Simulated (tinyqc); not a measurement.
Dopant redistribution at a moving silicon-oxide interface during parabolic oxidation: one step, computed by the program tinyqc.

Uniformly doped silicon is oxidised with x_ox = sqrt(B t); the interface advances into the silicon by alpha x_ox, alpha = 0.44. The dopant does not move in the oxide, and at the interface C(silicon) = m C(oxide).

Question. Profile below the interface. With the dopant diffusivity D and s = alpha x_ox/(2 sqrt(D t)), in the silicon C = C_B + (C_s - C_B) erfc(y/(2 sqrt(D t)))/erfc(s), y from the original surface. Dopant balance at the interface gives C_s/C_B = 1/[1 + (1/(m alpha) - 1) g], g = sqrt(pi) s exp(s^2) erfc(s). Depths z are counted from the present interface: y/(2 sqrt(D t)) = s + z/(2 sqrt(D t)); take z/(2 sqrt(D t)) = 0, 0.05, 0.1, 0.2, 0.3, 0.5, 0.75, 1, 1.5.

Inputs (values chosen for the exercise, modelled on antimony in silicon under steam): oxidation activation energy E_B = 0.774 eV; temperature T = 900 C.

diffusion length 2 sqrt(D t) = 0.008926445 um

ratio C_s/C_B = 5.665466

s = 15.61042

Give: Profile.

Answer.

Profile:

| z/(2 sqrt(D t)) | z (um) | C/C_B |
|---|---|---|
| 0.00 | 0.00000 | 5.665 |
| 0.05 | 0.00045 | 1.974 |
| 0.10 | 0.00089 | 1.202 |
| 0.20 | 0.00179 | 1.009 |
| 0.30 | 0.00268 | 1.000 |
| 0.50 | 0.00446 | 1.000 |
| 0.75 | 0.00669 | 1.000 |
| 1.00 | 0.00893 | 1.000 |
| 1.50 | 0.01339 | 1.000 |

Caution: in this case the oxide is not much thicker than a typical Deal-Grove length A, so real growth is slower than parabolic. Caution: parabolic growth needs an oxide much thicker than the Deal-Grove length A, which fails for thin films and low temperatures; oxidation-enhanced or retarded diffusion is ignored.
